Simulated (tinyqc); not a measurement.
Inside a calculation. Model: harmonic transition-state theory with quantum, tunnelling and friction corrections. Computed by tinyqc, a small Python program that keeps every step. Command: `OMP_NUM_THREADS=1 python tinyqc.py 3003934 3003935 out.jsonl rates walk`. One thread of a shared host (Intel(R) Xeon(R) Processor @ 2.30GHz), about 0.05 s of CPU time with the checks. Intermediate numbers are printed to about 6 digits and carried at full precision; extremes and crossings named in words are read from the listed rows.

One atom hops between equivalent sites; three modes at the minimum and two real modes at the saddle are treated as harmonic, the rest of the crystal as unchanged; melting is ignored, so hot rows may lie above the melting point.

Inputs (values chosen for the exercise, modelled on interstitial carbon in iron):
```
quantity                                value      unit
barrier E_b                             0.902        eV
imaginary frequency at the saddle nu_b   10.7       THz
temperature T                             924         K
jump length d                            1.43  angstrom
number of jump directions z                 4         -
mass ratio of the heavier isotope       1.083         -
```

Lattice of sites: three-dimensional. Correction studied: isotope.

frequencies at the minimum (THz): 17.1  19.3  22.1

real frequencies at the saddle (THz): 15  21

Constants: k_B = 8.617333262e-05 eV/K; h x 1 THz = 4.135667696 meV.

## Classical rate and diffusivity

Vineyard: nu* = product of minimum frequencies / product of real saddle frequencies; k_cl = nu* exp(-E_b/(k_B T)). Activation entropy S = k_B ln(nu* h/(k_B T)); for uncorrelated jumps D = z k d^2/6 and D0 = z nu* d^2/6; 1 angstrom^2 = 1e-16 cm^2.

prefactor nu* = 23.1545 THz

classical rate k_cl = 2.78517e+08 1/s

activation entropy in the Eyring form = 0.184520 k_B

classical diffusivity D = 3.79693e-08 cm^2/s

prefactor D0 = 0.00315657 cm^2/s

## Quantum harmonic rate

Quantum harmonic: k_q = (k_B T/h) [prod 2 sinh(x_i/2) (minimum) / prod 2 sinh(x_j/2) (saddle)] exp(-E_b/(k_B T)), x = h nu/(k_B T). Zero-point correction to the barrier = (h/2)(sum of saddle frequencies - sum of minimum frequencies).

x at the minimum: 0.88817  1.00244  1.14787

x at the saddle: 0.77910  1.09074

zero-point correction = -46.5263 meV

quantum harmonic rate k_q = 2.94040e+08 1/s

ratio k_q/k_cl = 1.05573

To second order in x the ratio is 1 + (sum x_i^2 - sum x_j^2)/24 = 1.0548.

## Tunnelling factors

With u = h nu_b/(k_B T): Wigner factor 1 + u^2/24; parabolic barrier (Bell) (u/2)/sin(u/2), valid above T_c = h nu_b/(2 pi k_B); symmetric Eckart barrier: kappa = int_0^infinity P(E) exp(-(E - E_b)/(k_B T)) dE/(k_B T), P = (cosh 2a - 1)/(cosh 2a + cosh 2d), a = alpha sqrt(E/E_b), alpha = 2 pi E_b/(h nu_b), 2d = 2 sqrt(alpha^2 - pi^2/4).

u = 0.555757

crossover temperature T_c = 81.7291 K

Wigner factor = 1.01287

Bell factor = 1.01299

Eckart factor = 1.01411

T/T_c = 11.31: tunnelling is a small correction.

## Isotope effect over temperature

All frequencies of the heavier isotope are divided by sqrt(mass ratio); each column is light over heavy.

Rate ratios:
```
T (K)  classical  quantum harmonic  with Eckart tunnelling
370      1.04067           1.06540                 1.07235
460      1.04067           1.05719                 1.06165
600      1.04067           1.05064                 1.05325
740      1.04067           1.04731                 1.04904
920      1.04067           1.04501                 1.04614
1400     1.04067           1.04256                 1.04307
1800     1.04067           1.04182                 1.04214
2800     1.04067           1.04115                 1.04129
```

The classical ratio is sqrt(mass ratio) = 1.0407 at any T. The quantum ratio is 1.0654 in the coldest row, above it, as the minimum holds more zero-point energy than the saddle; tunnelling multiplies it by a further 1.007. In the hottest row the full ratio is 1.0413.

Checks made by the program: quantum rate against the classical one at very high temperature (relative difference 5e-08).
